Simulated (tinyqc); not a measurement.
Inside a calculation. Model: oxidation of curved silicon (wires and holes): cylindrical Deal-Grove kinetics with stress-retarded reaction. Computed by tinyqc, a small Python program that keeps every step. Command: `OMP_NUM_THREADS=1 python tinyqc.py 3024004 3024005 out.jsonl wireox walk`. One thread of a shared host (Intel(R) Xeon(R) Processor @ 2.30GHz), about 0.01 s of CPU time with the checks. Intermediate numbers are printed to about 7 digits and carried at full precision; extremes and crossings named in words are read from the listed rows.

Silicon fills r < a and oxide a < r < b. One volume of silicon gives 2.25 volumes of oxide, and the length is fixed.

Inputs (values chosen for the exercise, close to those used for silicon in dry oxygen):
```
quantity                       value        unit
prefactor B0                     751      um^2/h
activation energy E_B           1.23          eV
prefactor (B/A)0            4.36e+06        um/h
activation energy E_A              2          eV
starting silicon radius a0        52          nm
starting oxide x_i                 1          nm
viscosity prefactor eta0     5.6e-09        Pa s
viscosity energy E_eta          5.56          eV
critical shear stress s_c         49         MPa
activation volume V_k             11  angstrom^3
temperature T                    875           C
time t                           1.4           h
```

Shape: wire (convex).

Constants: k_B = 8.617333262e-05 eV/K.

## Planar constants and viscosity

B = B0 exp(-E_B/(k_B T)), B/A = (B/A)0 exp(-E_A/(k_B T)), eta = eta0 exp(E_eta/(k_B T)); 1 um = 1000 nm. Temperatures in kelvin are T(C) + 273.15.

B = 2996.284 nm^2/h

B/A = 7.253242 nm/h

low-stress viscosity eta = 1.424561e+16 Pa s

k_B T = 0.09893991 eV

## Rate at the start

Geometry: b^2 = b0^2 + 1.25 (a0^2 - a^2), b0 = a0 + x_i. Rate of oxide made per interface area: q = 1/[1/k + 2 a |ln(b/a)|/B], and |da/dt| = q/2.25. Reaction k = (B/A) exp(-sigma V_k/(k_B T)). New oxide pushes the old with radial speed u = 1.25 |da/dt| at r = a; the shear stress at radius r is s_c asinh(z a^2/r^2), z = 2 eta u/(a s_c) (Eyring flow), and the compressive normal stress at the interface is sigma = |int_a^b 2 s/r dr| = s_c |F(z) - F(z a^2/b^2)|, F(y) = int_0^y asinh(w)/w dw. q and sigma are solved together. 1 MPa angstrom^3 = 6.241509e-6 eV.

oxide radius b0 = 53 nm

rate q without stress = 7.218625 nm/h

normal stress sigma = 18.83724 MPa

factor on the reaction = 0.9870135

rate q with stress = 7.125322 nm/h

## State after time t

Integrate da/dt adaptively (tolerance 1e-8); a wire counts as consumed at a = 0.5 nm and a hole as closed at b = 0.5 nm. Planar reference: x^2 + A x = B t + x_i^2 + A x_i, A = B/(B/A).

silicon radius a = 47.88845 nm

oxide thickness = 9.751559 nm

normal stress at time t = 179.1542 MPa

planar thickness = 10.87089 nm

ratio to the planar thickness = 0.8970345

Stress now cuts the reaction constant to 88 % of its planar value. Caution: planar dry oxides this thin grow faster than Deal-Grove predicts. Caution: the oxide is taken as a purely viscous fluid in steady flow; elasticity, stress-dependent diffusion and thin-oxide enhancement are left out.

## Geometry alone against geometry with stress

A dash marks a stress-free run that has consumed the wire or closed the hole.

Oxide thickness (nm):
```
t (h)    planar  curved, no stress  curved, with stress    a (nm)  sigma (MPa)
0.042   1.30295            1.29932              1.29490  51.86734      24.3661
0.140   2.00811            1.99252              1.97371  51.56042      37.0494
0.280   3.01138            2.97049              2.92184  51.12810      54.6704
0.560   5.00363            4.88515              4.74771  50.28362      88.3262
0.980   7.95732            7.66193              7.33045  49.06218     135.4169
1.400  10.87089           10.33548              9.75156  47.88845     179.1543
2.100  15.64195           14.58948             13.48656  46.02286     246.1909
2.800  20.31269           18.62347             16.91022  44.25364     307.5587
```

At 2.8 h the thickness is 0.917 of the planar value from geometry alone and 0.832 with stress. On a wire the new oxide spreads over a larger circumference, which thins it, while the oxidant converges on a smaller interface. Stress takes 9 % off the stress-free value. Caution: elasticity of the oxide, stress-dependent diffusion and thin-oxide enhancement are left out.

Checks made by the program: large-radius limit against the planar law (relative difference 1e-08).
